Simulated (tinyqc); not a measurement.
Lossy on-chip transmission line with skin effect: two steps of the calculation.

A uniform line in a homogeneous dielectric: c = sqrt(er)/(c0 Z0), l = Z0 sqrt(er)/c0 (c0 = 299792458 m/s), g = w c td, w = 2 pi f. The resistance joins its limits as r = sqrt(r_dc^2 + r_hf^2), with r_dc = rho/(wd th), r_hf = kr rho/(2 delta (wd + th)), delta = sqrt(rho/(pi f mu0)), mu0 = 4 pi 1e-7 H/m; this is an interpolation, and internal inductance, up to 0.05 nH/mm at low frequency, is neglected.

Parameters, values chosen for the exercise:
- wd = 3 um (width of the strip)
- th = 0.72 um (thickness of the strip)
- rho = 1.8 uohm cm (resistivity)
- er = 3 (relative permittivity)
- td = 0 (loss tangent)
- Z0 = 45 ohm (lossless impedance sqrt(l/c))
- kr = 1.2 (factor for crowding and the return path)
- Rg = 50 ohm (source resistance)
- RL = 1000 ohm (load resistance)
- CL = 100 fF (load capacitance)
- f = 3.8 GHz (frequency)

Task 1. Line constants. delta, r_dc, r_hf, r, l, c and g as defined.

Give: delta; r_dc; r_hf; r; l; c; g.

Result 1.

delta = 1.095 um
r_dc = 8.333 ohm/mm
r_hf = 2.650 ohm/mm
r = 8.745 ohm/mm
l = 0.2600 nH/mm
c = 128.4 pF/m
g = 0 S/m

r is 1.05 times r_dc; the skin depth is 1.52 of the thickness.

Task 2. Reflection, input impedance and transfer. ZL = 1/(1/RL + i w CL); reflection (ZL - Zc)/(ZL + Zc); Zin = Zc (ZL + Zc tanh(gamma len))/(Zc + ZL tanh(gamma len)); H = V_load/V_source = [Zin/(Zin + Rg)]/[cosh(gamma len) + (Zc/ZL) sinh(gamma len)].

gamma len = 0.30784291+0.59604426i
Zc = 52.551596-27.141669i ohm

Find: ZL; reflection at the load; Zin; H; |H|.

Result 2.

ZL = 149.2-356.3i ohm
reflection at the load = 0.7762-0.1563i
Zin = 19.51-64.48i ohm
H = 0.5376-0.6001i
|H| = -1.877 dB

Program tinyqc, `OMP_NUM_THREADS=1 python tinyqc.py 2810120 2810121 out.jsonl`; Intel Xeon 2.30GHz, shared host, one thread, about 0.01 s.
